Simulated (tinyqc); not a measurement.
n-type polysilicon, carrier trapping at grain boundaries: one step of the calculation.

One-dimensional grains of size Lg, uniform ionised doping N, monovalent traps Qt at each boundary at a depth Et below (for electrons) or above (for holes) the band edge there, abrupt depletion of width W on each side of a boundary, Boltzmann statistics. xi is the distance from the band edge at the grain centre to the Fermi level. Trapped charge Qt/(1 + exp((xi + VB - Et)/Vt)) = 2 N W, barrier VB = q N W^2/(2 eps0 eps_r).

Problem. New W. Partly depleted grain, xi = Vt ln(NB/N): f = 1/(1 + exp((xi + VB - Et)/Vt)), g = Qt f - 2 N W, g' = -2 Qt f (1 - f) VB/(W Vt) - 2 N, W(new) = W - g/g'.

Inputs (values chosen for the exercise); values of the order met in polycrystalline silicon:
```
symbol,value,unit,meaning
T,300,K,temperature
eps_r,11.7,,relative permittivity
NB,2.8e19,cm^-3,conduction-band density of states at T
Qt,1.2e12,cm^-2,trap density of a grain boundary
Et,0.44,eV,depth of the trap level from the majority band edge at the boundary
N,3.4e17,cm^-3,doping
```

Constants: q = 1.602176634e-19 C, kB = 1.380649e-23 J/K, Vt = kB T/q, eps0 = 8.8541878128e-14 F/cm where lengths are in cm. Results are converted to the units shown.

W at the start = 11 nm

Find: VB; f; g; g'; W after iteration 1.

Solution.

VB = 0.031813 V
f = 0.99999
g = 4.5199e11 cm^-2
g' = -6.8003e10 cm^-2/nm
W after iteration 1 = 17.647 nm

Program tinyqc, `OMP_NUM_THREADS=1 python tinyqc.py 2830202 2830203 out.jsonl`; Intel Xeon 2.30GHz, shared host, one thread, about 0.01 s.
